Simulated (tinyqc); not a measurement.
Inside a calculation. Method: lattice vibrations of a chain. One step of it, computed by the program tinyqc.

Task: Frequencies. omega^2 are the eigenvalues; wavenumber = 521.4708 sqrt(eigenvalue) 1/cm.

D(q) (eV/(angstrom^2 u)):
```
                    1                   2
1            0.660338  0.224481+0.040578i
2  0.224481-0.040578i            0.267750
```

Give: eigenvalues; wavenumbers; weights |e|^2 of the mass-weighted modes.

Result:

eigenvalues: 0.1631  0.7650

wavenumbers (1/cm): 210.6  456.1

weights |e|^2 of the mass-weighted modes:
```
        mode 1  mode 2
atom 1  0.1739  0.8261
atom 2  0.8261  0.1739
```
